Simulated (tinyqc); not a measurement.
Inside a calculation. Model: lossy on-chip transmission line with skin effect.

Numbers from tinyqc (`OMP_NUM_THREADS=1 python tinyqc.py 2810197 2810198 out.jsonl`; about 0.01 s on one thread of a shared Intel Xeon 2.30GHz). Printed values are rounded.

A uniform line in a homogeneous dielectric: c = sqrt(er)/(c0 Z0), l = Z0 sqrt(er)/c0 (c0 = 299792458 m/s), g = w c td, w = 2 pi f. The resistance joins its limits as r = sqrt(r_dc^2 + r_hf^2), with r_dc = rho/(wd th), r_hf = kr rho/(2 delta (wd + th)), delta = sqrt(rho/(pi f mu0)), mu0 = 4 pi 1e-7 H/m; this is an interpolation, and internal inductance, up to 0.05 nH/mm at low frequency, is neglected.

Inputs (values chosen for the exercise):
```
symbol,value,unit,meaning
wd,1.6,um,width of the strip
th,1.6,um,thickness of the strip
rho,2.2,uohm cm,resistivity
er,3.9,,relative permittivity
td,0.01,,loss tangent
Z0,35,ohm,lossless impedance sqrt(l/c)
kr,1.5,,factor for crowding and the return path
len,1.3,mm,length
Rg,100,ohm,source resistance
RL,100,ohm,load resistance
CL,20,fF,load capacitance
f,0.58,GHz,frequency
```

## Line constants

delta, r_dc, r_hf, r, l, c and g as defined.

delta = 3.09968 um
r_dc = 8.59375 ohm/mm
r_hf = 1.66348 ohm/mm
r = 8.75327 ohm/mm
l = 0.230558 nH/mm
c = 188.210 pF/m
g = 0.00685885 S/m

r is 1.02 times r_dc; the skin depth is 1.94 of the thickness.

## Propagation constant and impedance

gamma = sqrt((r + i w l)(g + i w c)) = alpha + i beta, Zc = sqrt((r + i w l)/(g + i w c)), roots with positive real part; loss 8.685889638 alpha in dB; phase velocity w/beta.

gamma len = 0.0682678+0.0743839i
Zc = 84.1799-75.7216i ohm
loss = 0.456128 dB/mm
phase velocity over c0 = 0.212448
r/(w l) = 10.4180

r exceeds w l, so the line behaves mainly as an RC line at this frequency.

## Reflection, input impedance and transfer

ZL = 1/(1/RL + i w CL); reflection (ZL - Zc)/(ZL + Zc); Zin = Zc (ZL + Zc tanh(gamma len))/(Zc + ZL tanh(gamma len)); H = V_load/V_source = [Zin/(Zin + Rg)]/[cosh(gamma len) + (Zc/ZL) sinh(gamma len)].

ZL = 99.9947-0.7288i ohm
reflection at the load = -0.070931+0.377740i
Zin = 110.331-9.496i ohm
H = 0.471665-0.026453i
|H| = -6.51368 dB
